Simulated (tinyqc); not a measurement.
# Tunnelling through a two-layer gate stack, WKB transmission and Tsu-Esaki current: several studies

Electrons leave the emitter at x = 0. Energies E (motion across the layers) are in eV from the emitter Fermi level; the collector Fermi level lies at -V and offers states at every E. No charge in the dielectric and no image force: F1 = V/(t1 + t2 eps1/eps2), F2 = F1 eps1/eps2; U = phi1 - F1 x in layer 1 and phi2 - F1 t1 - F2 (x - t1) in layer 2. With C = hbar^2/(2 m0), kappa = sqrt(m (U - E)/C) where U > E and 0 elsewhere; T(E) = exp(-S), S = 2 times the integral of kappa over x.

Parameters, values chosen for the exercise; layer 1 close to silicon nitride, layer 2 close to hafnium oxide:
```
symbol  value  unit                                                        meaning
T         300     K                                                    temperature
Ef       0.19    eV              Fermi energy of the emitter above its band bottom
me          1    m0                            emitter mass in the supply function
phi1     2.08    eV  barrier of layer 1 above the emitter Fermi level at zero bias
m1       0.52    m0                                     tunnelling mass of layer 1
t1        0.8    nm                                           thickness of layer 1
eps1     7.67                                     relative permittivity of layer 1
phi2     1.57    eV                                barrier of layer 2 at zero bias
m2       0.19    m0                                     tunnelling mass of layer 2
t2        1.8    nm                                           thickness of layer 2
eps2     21.2                                     relative permittivity of layer 2
V         1.4     V                                  voltage across the dielectric
```

Constants: q = 1.602176634e-19 C, kB = 1.380649e-23 J/K, hbar = 1.054571817e-34 J s, m0 = 9.1093837015e-31 kg, Vt = kB T/q, hbar^2/(2 m0) = 0.0380998212 eV nm^2. Results are converted to the units shown.

Each table varies one quantity; the others keep the values above.

## Effect of the tunnelling mass m2

Each layer adds (2/F) sqrt(m/C) [G(u at its left edge) - G(u at its right edge)] to S, with u = U - E (0 where negative) and G(u) = (2/3) u^1.5. J = J0 times the integral of T(E) N(E) dE, N = ln[(1 + exp(-E/Vt))/(1 + exp((-E - V)/Vt))], J0 = q^2 me m0 kB T/(2 pi^2 hbar^3) (times 1e-4 for A/cm^2 per eV), from E = -Ef to far above the barrier (T = 1 there), by quadrature converged to the digits shown.

Results:
```
m2 (m0),S at E = 0,T(E = 0),J (A/cm^2),mean E of the current (eV)
0.12,12.04,5.922e-6,880.5,-0.09695
0.15,12.55,3.540e-6,500.1,-0.09483
0.2,13.31,1.665e-6,218.7,-0.09162
0.25,13.97,8.569e-7,105.8,-0.08868
0.31,14.68,4.194e-7,48.55,-0.08538
0.5,16.58,6.322e-8,6.251,-0.07593
0.63,17.67,2.125e-8,1.936,-0.06990
```

Estimate the missing row, m2 = 0.4 m0.

Computed row:
```
m2 (m0),S at E = 0,T(E = 0),J (A/cm^2),mean E of the current (eV)
0.4,15.64,1.618e-7,17.26,-0.08076
```

With this row back in the table: J falls from 880 to 1.94 A/cm^2. S goes as m2^(0.23): only one of the two layers feels this mass, so the power is below 0.5.

## Current against voltage

Same model as above.

Current against voltage:
```
V (V),S at E = 0,T(E = 0),J (A/cm^2),mean E of the current (eV)
0.2,17.97,1.564e-8,2.634,-0.1013
0.49,17.01,4.105e-8,6.795,-0.1010
0.77,15.99,1.134e-7,18.01,-0.09952
1.06,14.82,3.673e-7,55.02,-0.09727
1.35,13.44,1.462e-6,199.4,-0.09333
1.64,11.47,1.039e-5,1077,-0.08128
1.92,9.601,6.769e-5,7862,-0.08599
2.21,8.243,2.631e-4,3.583e4,-0.09318
2.5,7.298,6.770e-4,1.066e5,-0.09893
```

J rises from 2.63 to 1.07e5 A/cm^2, by 1.42 decades a volt between the first two rows and 1.63 between the last two. From V = 1.64 V on (among the rows) a band edge falls below the emitter Fermi level, so electrons at E = 0 no longer cross the full thickness. In 4 of the 9 rows the field exceeds 10 MV/cm (up to 17.2), more than most dielectrics sustain; the model ignores breakdown.

## Effect of the thickness t1 at fixed voltage

Same model as above.

Results:
```
t1 (nm),S at E = 0,T(E = 0),J (A/cm^2),mean E of the current (eV)
0.5,10.83,1.984e-5,2958,-0.09706
0.64,11.91,6.743e-6,952.3,-0.09482
0.79,13.08,2.078e-6,277.7,-0.09240
1.07,15.32,2.216e-7,26.89,-0.08781
1.21,16.46,7.130e-8,8.266,-0.08547
1.36,17.68,2.098e-8,2.321,-0.08292
1.5,18.83,6.654e-9,0.7061,-0.08050
```

Estimate the missing row, t1 = 0.93 nm.

Computed row:
```
t1 (nm),S at E = 0,T(E = 0),J (A/cm^2),mean E of the current (eV)
0.93,14.20,6.826e-7,86.82,-0.09012
```

With this row back in the table: J falls from 2960 to 0.706 A/cm^2: 3.52 decades a nanometre between the first two rows and 3.69 between the last two. The exponent S alone gives dS/dt/ln 10 = 3.35 and 3.56. In 2 of the 8 rows the field exceeds 10 MV/cm (up to 12.2), more than most dielectrics sustain; the model ignores breakdown. In 3 of the 8 rows a layer is thinner than 0.8 nm, a few atomic planes, where an effective mass is a rough description.

tinyqc, about 0.05 s, one thread, Intel Xeon 2.30GHz (shared host): `OMP_NUM_THREADS=1 python tinyqc.py 2540142 2540143 out.jsonl`
